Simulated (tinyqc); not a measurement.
Virtual-crystal alloy in the empirical-pseudopotential method: one step. Levels in the small basis. Three cases, with inputs chosen for the exercise.

Task: Diagonalise; the gap between the fourth and fifth level is a first estimate of the direct gap at X.

Case 1.

H in this small basis (eV), lower triangle:
```
             000      -200    -1+1+1   -1-1-1   -1+1-1   -1-1+1
000      4.73879
-200           0   4.73879
-1+1+1  -2.23061   2.23061   9.47758
-1-1-1   2.23061  -2.23061  -0.19371  9.47758
-1+1-1  -2.23061  -2.23061         0        0  9.47758
-1-1+1  -2.23061  -2.23061         0        0  0.19371  9.47758
```

Case 2.

H in this small basis (eV), lower triangle:
```
             000      -200    -1+1+1    -1-1-1    -1+1-1    -1-1+1
000      5.03844
-200           0   5.03844
-1+1+1  -2.06594   2.06594  10.07688
-1-1-1   2.06594  -2.06594  -0.46123  10.07688
-1+1-1  -2.06594  -2.06594         0         0  10.07688
-1-1+1  -2.06594  -2.06594         0         0   0.46123  10.07688
```

Case 3.

H in this small basis (eV), lower triangle (Hermitian):
```
                      000               -200     -1+1+1    -1-1-1   -1+1-1
000               4.32261
-200            -0.69163i            4.32261
-1+1+1  -2.13955+0.73684i   2.13955+0.73684i    8.64523
-1-1-1   2.13955-0.73684i  -2.13955-0.73684i   -0.04995   8.64523
-1+1-1  -2.13955-0.73684i  -2.13955+0.73684i  -0.69163i  0.69163i  8.64523
-1-1+1  -2.13955-0.73684i  -2.13955+0.73684i  -0.69163i  0.69163i  0.04995

         -1-1+1
-1-1+1  8.64523
```

Give: levels (absolute scale of H); gap.

Result:

Case 1.

levels (absolute scale of H) (eV): 2.108  2.108  9.284  9.284  12.303  12.303

gap = 3.019 eV

The full basis gives 3.852 eV for this gap.

Case 2.

levels (absolute scale of H) (eV): 2.825  2.825  9.616  9.616  12.752  12.752

gap = 3.136 eV

The full basis gives 3.916 eV for this gap.

Case 3.

levels (absolute scale of H) (eV): -0.569  3.767  8.595  8.595  11.325  11.511

gap = 2.730 eV

The full basis gives 3.845 eV for this gap.

Computed by tinyqc, one run a case: `OMP_NUM_THREADS=1 python tinyqc.py N N+1 out.jsonl` with N = 1051116, 1051241, 1051315; one thread of a shared Intel(R) Xeon(R) Processor @ 2.30GHz, about 0.2 s a run at most.
